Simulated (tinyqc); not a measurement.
Dopant redistribution at a moving silicon-oxide interface during parabolic oxidation: one step, computed by the program tinyqc.

Uniformly doped silicon is oxidised with x_ox = sqrt(B t); the interface advances into the silicon by alpha x_ox, alpha = 0.44. The dopant does not move in the oxide, and at the interface C(silicon) = m C(oxide).

Problem. Profile below the interface. With the dopant diffusivity D and s = alpha x_ox/(2 sqrt(D t)), in the silicon C = C_B + (C_s - C_B) erfc(y/(2 sqrt(D t)))/erfc(s), y from the original surface. Dopant balance at the interface gives C_s/C_B = 1/[1 + (1/(m alpha) - 1) g], g = sqrt(pi) s exp(s^2) erfc(s). Depths z are counted from the present interface: y/(2 sqrt(D t)) = s + z/(2 sqrt(D t)); take z/(2 sqrt(D t)) = 0, 0.05, 0.1, 0.2, 0.3, 0.5, 0.75, 1, 1.5.

Inputs (values chosen for the exercise, modelled on boron in silicon under steam): temperature T = 1025 C.

diffusion length 2 sqrt(D t) = 0.1871834 um

ratio C_s/C_B = 0.1315337

s = 1.484735

Give: Profile.

Solution.

Profile:

| z/(2 sqrt(D t)) | z (um) | C/C_B |
|---|---|---|
| 0.00 | 0.0000 | 0.1315 |
| 0.05 | 0.0094 | 0.2719 |
| 0.10 | 0.0187 | 0.3923 |
| 0.20 | 0.0374 | 0.5824 |
| 0.30 | 0.0562 | 0.7182 |
| 0.50 | 0.0936 | 0.8785 |
| 0.75 | 0.1404 | 0.9617 |
| 1.00 | 0.1872 | 0.9893 |
| 1.50 | 0.2808 | 0.9994 |

Caution: parabolic growth needs an oxide much thicker than the Deal-Grove length A, which fails for thin films and low temperatures; oxidation-enhanced or retarded diffusion is ignored.
